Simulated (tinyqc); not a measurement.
Inside a calculation. Method: plane-wave Kohn-Sham cycle with exchange-only LDA in a layered model solid. Computed by tinyqc, a small Python program that keeps every step. Settings: points = 16, plane-wave index or count = 2, electrons = 4, k points = 4, area = 8.0, mixing = 1.0, iteration cap = 57. Command: `OMP_NUM_THREADS=1 python tinyqc.py 24348 24349 out.jsonl` (the two numbers bound the seeds that draw the settings). One thread of a shared host (Intel(R) Xeon(R) Processor @ 2.60GHz), about 0.03 s of CPU time with the checks.

A solid whose potential varies along x alone (atomic units):
```
parameter                      value
period a                   16.900000
cross-section of the cell   8.000000
electrons per cell                 4
grid points                       16
plane waves -n..n, n               2
k points                           4
V1 in V1 cos(2 pi x/a)     -0.240000
V2 in V2 cos(4 pi x/a)     -0.220000
```

Stop when sqrt(dV sum R^2) is below 1e-8, dV = a A/N.

Course of the cycle:
```
iteration   E (hartree)  norm of the residual
1           -1.23717486              3.08e-01
2          -12.32512422              6.40e-01
3          -15.35661766              6.73e-01
4          -14.05554663              6.73e-01
5          -15.35459098              6.73e-01
6          -14.05558656              6.73e-01
7          -15.35459022              6.73e-01
8          -14.05558657              6.73e-01
9          -15.35459022              6.73e-01
10         -14.05558657              6.73e-01
11         -15.35459022              6.73e-01
...                 ...                   ...
47         -15.35459022              6.73e-01
48         -14.05558657              6.73e-01
49         -15.35459022              6.73e-01
50         -14.05558657              6.73e-01
51         -15.35459022              6.73e-01
52         -14.05558657              6.73e-01
53         -15.35459022              6.73e-01
54         -14.05558657              6.73e-01
55         -15.35459022              6.73e-01
56         -14.05558657              6.73e-01
57         -15.35459022              6.73e-01
```

Can the last value be used, and what does the course show?

Not by the stop rule. Not converged within 57 iterations: the residual has stopped falling: the iteration swings between two states. Reruns (cap 100 unless said): mixing 0.1: not converged; mixing 0.5, Kerker q0 1.0: converged in 36 (E = -0.91802); mixing 0.3, Pulay depth 5: converged in 94 (E = -0.91802); the original settings with a cap of 400: not converged.
